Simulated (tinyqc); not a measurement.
Five-frequency model of solute diffusion by vacancies in an fcc metal: one step, computed by the program tinyqc. Command: `OMP_NUM_THREADS=1 python tinyqc.py 3009202 3009203 out.jsonl fivefreq walk`. One thread of a shared host (Intel(R) Xeon(R) Processor @ 2.30GHz), about 0.05 s of CPU time with the checks.

A vacancy next to the solute exchanges with it (w2), jumps to one of 4 sites that also neighbour the solute (w1) or to one of 7 that do not (w3); w4 is the reverse of w3 and w0 the host jump.

Problem. Correlation factor. Manning: with y = w4/w0, 7F = 7 - (10 y^4 + 180.5 y^3 + 927 y^2 + 1341 y)/(2 y^4 + 40.2 y^3 + 254 y^2 + 597 y + 436); f2 = (2 w1 + 7F w3)/(2 w2 + 2 w1 + 7F w3). The mean cosine between successive solute jumps follows from f2 = (1 + c)/(1 - c).

Inputs (values chosen for the exercise, for a model solute in a host close to aluminium): temperature T = 498 K.

rates (1/s): w0 1.334940e+07, w1 2.892721e+08, w2 476756.3, w3 405001.1, w4 5.403360e+07

Give: y = w4/w0; 7F; correlation factor f2; mean cosine c.

Solution.

y = w4/w0 = 4.048

7F = 3.548

correlation factor f2 = 0.9984

mean cosine c = -8.213e-04

The vacancy moves on by other jumps before it exchanges again, so solute jumps are nearly random.
